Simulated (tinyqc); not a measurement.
# Band bending at a free surface with a continuum of surface states, surface photovoltage and Kelvin probe: several studies

n-type bulk, xi = Ec - EF = Vt ln(Nc/Nd), p0 = ni^2/Nd, ni = sqrt(Nc Nv) exp(-Eg/(2 Vt)), Eg in volts. b is the upward band bending, u = b/Vt. Space charge per area, in units of q: Qc = sign(b) sqrt((2 eps0 eps_r Vt/q) [(Nd + dn)(exp(-u) - 1) + Nd u + (p0 + dn)(exp(u) - 1)]), with dn the excess density under light (flat quasi-Fermi levels; 0 in the dark). The states hold -Ds (E0 - xi - b): negative while the Fermi level lies above the neutrality level. Neutrality: Qc + Qf + (charge of the states) = 0.

Inputs (values chosen for the exercise); band and dielectric values close to those of silicon: temperature T = 300 K; band gap Eg = 1.13 eV; relative permittivity eps_r = 11.6; conduction-band density of states at T Nc = 2.8e19 cm^-3; valence-band density of states at T Nv = 2.66e19 cm^-3; electron affinity chi = 4.06 eV; donor density Nd = 1e15 cm^-3; fixed positive charge at the surface Qf = 0 cm^-2; work function of the probe tip pt = 4.88 eV; density of surface states Ds = 6.5e12 cm^-2 eV^-1; depth of their neutrality level below the conduction edge E0 = 0.5 eV.

Constants: q = 1.602176634e-19 C, kB = 1.380649e-23 J/K, Vt = kB T/q, eps0 = 8.8541878128e-14 F/cm where lengths are in cm. Results are converted to the units shown.

Each table varies one quantity; the others keep the values above.

## Pinning by the surface states

b solves the neutrality condition in the dark.

Results:

| Ds (cm^-2 eV^-1) | b (V) | xi + b (eV) | Qc (cm^-2) |
|---|---|---|---|
| 2.4e10 | 0.01159 | 0.2763 | 5.369e9 |
| 6.7e10 | 0.03296 | 0.2977 | 1.356e10 |
| 1.8e11 | 0.08324 | 0.3480 | 2.737e10 |
| 5.1e11 | 0.1554 | 0.4201 | 4.076e10 |
| 1.4e12 | 0.2014 | 0.4661 | 4.744e10 |
| 3.9e12 | 0.2224 | 0.4871 | 5.020e10 |
| 1.1e13 | 0.2306 | 0.4953 | 5.124e10 |
| 8.1e13 | 0.2346 | 0.4994 | 5.174e10 |

Estimate the missing row, Ds = 2.9e13 cm^-2 eV^-1.

Computed row:

| Ds (cm^-2 eV^-1) | b (V) | xi + b (eV) | Qc (cm^-2) |
|---|---|---|---|
| 2.9e13 | 0.2335 | 0.4982 | 5.160e10 |

With this row back in the table: b rises from 0.0116 to 0.235 V. The Fermi level moves towards E0 = 0.5 eV and is within 0.639 meV of it in the last row; it is half-way there at the Ds that solves Ds b = Qc(b) + Qf with b = (E0 - xi)/2, 2.92e11 cm^-2 eV^-1.

## Kelvin-probe contrast of the doping

Same model as above.

Work function chi + xi + b; contact potential difference CPD = (work function of the sample) - pt.

Result of one run:

| Nd (cm^-3) | xi (eV) | b (V) | CPD (mV) |
|---|---|---|---|
| 2.2e17 | 0.12529 | 0.25187 | -442.84 |

What becomes of these results when the donor density Nd is changed from 2.2e17 to 1.9e16 cm^-3, all else the same?

Result of the changed run:

| Nd (cm^-3) | xi (eV) | b (V) | CPD (mV) |
|---|---|---|---|
| 1.9e16 | 0.18860 | 0.27360 | -357.79 |

The whole series:

| Nd (cm^-3) | xi (eV) | b (V) | CPD (mV) |
|---|---|---|---|
| 1.4e14 | 0.31555 | 0.18187 | -322.57 |
| 4.7e14 | 0.28424 | 0.21062 | -325.13 |
| 1.6e15 | 0.25257 | 0.23729 | -330.13 |
| 5.5e15 | 0.22065 | 0.25960 | -339.75 |
| 1.9e16 | 0.18860 | 0.27360 | -357.79 |
| 6.5e16 | 0.15681 | 0.27333 | -389.87 |
| 2.2e17 | 0.12529 | 0.25187 | -442.84 |
| 7.7e17 | 0.092901 | 0.20341 | -523.69 |
| 2.6e18 | 0.061442 | 0.13927 | -619.29 |

xi falls by 254 mV over the table and the CPD by 297 mV; b goes from 0.182 through a maximum of 0.274 (at Nd = 1.9e16 cm^-3 among the rows listed) to 0.139 V. Between the first two rows the CPD follows 8.17 % of the change of xi, and between the last two 304 %. It is below 100 % where b rises with the doping (pinning hides it). It exceeds 100 % where b falls as the doping rises.

## Photovoltage against injection

Same model as above.

Under chopped light the surface charge keeps its dark value, so b falls to bL with Qc(bL, dn) = Qc(b, 0); the photovoltage is b - bL.

Photovoltage against injection:

| dn (cm^-3) | bL (V) | photovoltage (mV) | share of b removed (%) |
|---|---|---|---|
| 8.8e5 | 0.2275 | 1.507e-4 | 6.623e-5 |
| 8.9e6 | 0.2275 | 0.001524 | 6.698e-4 |
| 9e7 | 0.2274 | 0.01540 | 0.006770 |
| 9.1e8 | 0.2273 | 0.1549 | 0.06808 |
| 9.1e9 | 0.2260 | 1.472 | 0.6470 |
| 9.2e10 | 0.2170 | 10.49 | 4.614 |
| 9.3e11 | 0.1900 | 37.42 | 16.45 |
| 9.4e12 | 0.1494 | 78.09 | 34.33 |
| 9.4e13 | 0.1027 | 124.8 | 54.85 |
| 9.5e14 | 0.05606 | 171.4 | 75.35 |
| 9.6e15 | 0.02219 | 205.3 | 90.25 |

The photovoltage rises from 1.51e-4 to 205 mV, towards the full b = 227 mV. Its steepest rise is 46.7 mV a decade (Vt ln 10 = 59.5 mV), and it reaches 90.2 % of b in the last row: even strong light does not flatten the bands fully, so a saturation reading understates b. For dn = 9.6e15 the injection is high, and a Dember voltage, left out here, adds to the signal.

Numbers from tinyqc (`OMP_NUM_THREADS=1 python tinyqc.py 2430161 2430162 out.jsonl`; about 0.01 s on one thread of a shared Intel Xeon 2.30GHz).
